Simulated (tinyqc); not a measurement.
Zigzag graphene nanoribbon in tight binding: sweeps and comparisons. A value that a table varies takes the place of the one given here.

A zigzag ribbon of N chains, sites A1, B1, A2, ..., BN across it. For each k it is a chain with bonds -2t cos(k/2) (A_n to B_n) and -t (B_n to A_(n+1)), and +D, -D on A and B. A1 and BN are the edge sites; the Dirac points project to k = 2 pi/3.

Parameters, chosen for this exercise (near those used for graphene; the results hold for these values, not for the real material): t = 2.76 eV (hopping); D = 0.35 eV (sublattice potential, +D on A and -D on B); Nw = 13 (chains, N of this table); k = 2.63 (k times the period sqrt3 acc); N = 5 (zigzag chains).

## The flat edge band

A ribbon of N = Nw chains: lowest positive level, next level, and weight on the two edge sites per state of the middle pair, along k.

Along k:

| k/pi | 2 cos(k/2) | lowest level (eV) | next (eV) | edge weight |
|---|---|---|---|---|
| 0.50 | 1.4142 | 1.35478 | 1.7716 | 0.042 |
| 0.60 | 1.1756 | 0.78855 | 1.2750 | 0.075 |
| 0.65 | 1.0450 | 0.53995 | 1.0712 | 0.121 |
| 0.70 | 0.9080 | 0.38776 | 0.9616 | 0.228 |
| 0.75 | 0.7654 | 0.35180 | 1.0225 | 0.417 |
| 0.80 | 0.6180 | 0.35002 | 1.2566 | 0.618 |
| 0.85 | 0.4669 | 0.35000 | 1.5884 | 0.782 |
| 0.90 | 0.3129 | 0.35000 | 1.9666 | 0.902 |
| 0.95 | 0.1569 | 0.35000 | 2.3682 | 0.975 |
| 1.00 | 0.0000 | 0.35000 | 2.7821 | 1.000 |

Beyond k = 2 pi/3 the lowest level sinks towards D = 0.35 eV: it is within 1 meV of that from k/pi = 0.80 on. The edge weight grows from 0.23 at 0.70 to 1 at pi, where the chain breaks into dimers and the next level is sqrt(t^2 + D^2) = 2.7821 eV. So flat a band is sensitive to interactions, which this model leaves out; they matter once they exceed the splitting of the middle pair (2D, or for D = 0 only the small overlap of the two edges).

## Lowest level against width

D = 0; lowest positive level at the given k, and the estimate t x^N (1 - x^2), x = 2 cos(k/2) (a dash if x >= 1).

Level (eV):

| N | matrix | estimate |
|---|---|---|
| 2 | 0.5834 | 0.5258 |
| 3 | 0.2758 | 0.2661 |
| 4 | 0.1363 | 0.1346 |
| 5 | 0.06839 | 0.06813 |
| 6 | 0.03452 | 0.03448 |
| 8 | 0.008829 | 0.008828 |
| 10 | 0.002261 | 0.002261 |
| 14 | 0.0001482 | 0.0001482 |

With x = 0.5060 < 1 the level falls exponentially: from N = 10 to 14 by a factor 0.0656, against x^4 = 0.0656.

## What each parameter does

The two lowest positive levels at k and the weight on the two edge sites per state of the middle pair. Each row changes one parameter from the base and keeps the others.

Results:

| case | lowest (eV) | next (eV) | edge weight |
|---|---|---|---|
| base | 0.3566 | 1.9832 | 0.7487 |
| t = 2.898 eV | 0.3573 | 2.0793 | 0.7487 |
| N = 6 | 0.3517 | 1.8237 | 0.7454 |
| D = 0.45 eV | 0.4552 | 2.0032 | 0.7487 |
| k = 2.53 | 0.3776 | 1.9549 | 0.6561 |

The largest shifts from the base row, up to three for each result and ties (the steps differ in size, so this ranks the rows, not the parameters). lowest (eV): D +0.0985, k +0.0210, N -0.0049. next (eV): N -0.1594, t +0.0961, k -0.0283. edge weight: k -0.0926, N -0.0032; unchanged at the printed digits by t and D.

Computed by tinyqc, a small Python program: `OMP_NUM_THREADS=1 python tinyqc.py 1480264 1480265 out.jsonl` (the numbers bound the seed that draws the inputs); one thread of a shared host (Intel(R) Xeon(R) Processor @ 2.30GHz), about 0.01 s for the whole set of steps.
